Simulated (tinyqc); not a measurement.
Schottky barrier with interface states (Cowley-Sze model), image lowering and contact resistance: one step, computed by the program tinyqc.

An n-type semiconductor under a metal. The barrier lies between the Schottky-Mott limit phi_M - chi and the Bardeen limit E_g - E_n, E_n being the neutrality level of the interface states; the space-charge term of the full Cowley-Sze expression is left out.

Task: Tunnelling scale and contact resistivity. A* = 4 pi e m_e M_c k_B^2/h^3 (a simple valley count); J_s = A* T^2 exp(-phi/k_B T). E_00 = (e hbar/2) sqrt(N/(m_e eps_s eps_0)), E_0 = E_00 coth(E_00/k_B T); scaling form of the contact resistivity rho_c = (k_B/(e A* T)) exp(phi_B/E_0), which is the thermionic result when E_00 << k_B T and keeps only the leading exponential of tunnelling when E_00 >> k_B T; image lowering is left out of it.

Inputs (values chosen for the exercise, with gap, mass and screening modelled on 4H-SiC):
```
quantity                     value   unit
dielectric constant eps_s     9.31      -
electron mass m_e            0.402    m_0
valleys M_c                      3      -
donor density N            1.5e+15  cm^-3
temperature T                  300      K
```

Pinning factor from: Moench relation.

barrier phi_B = 1.159716 eV

Constants: k_B = 8.617333262e-05 eV/K; hbar = 1.054571817e-34 J s; m_0 = 9.1093837015e-31 kg; eps_0 = 8.8541878128e-12 F/m; e = 1.602176634e-19 C; k_B = 1.380649e-23 J/K; h = 6.62607015e-34 J s.

Give: E_00; E_00/k_B T; E_0; contact resistivity rho_c.

Result:

E_00 = 3.717e-04 eV

E_00/k_B T = 0.01438

E_0 = 0.02585 eV

contact resistivity rho_c = 6.000e+10 ohm cm^2

With the usual bounds 0.5 and 5 on E_00/k_B T the regime is thermionic emission; so large a rho_c means a blocking contact.
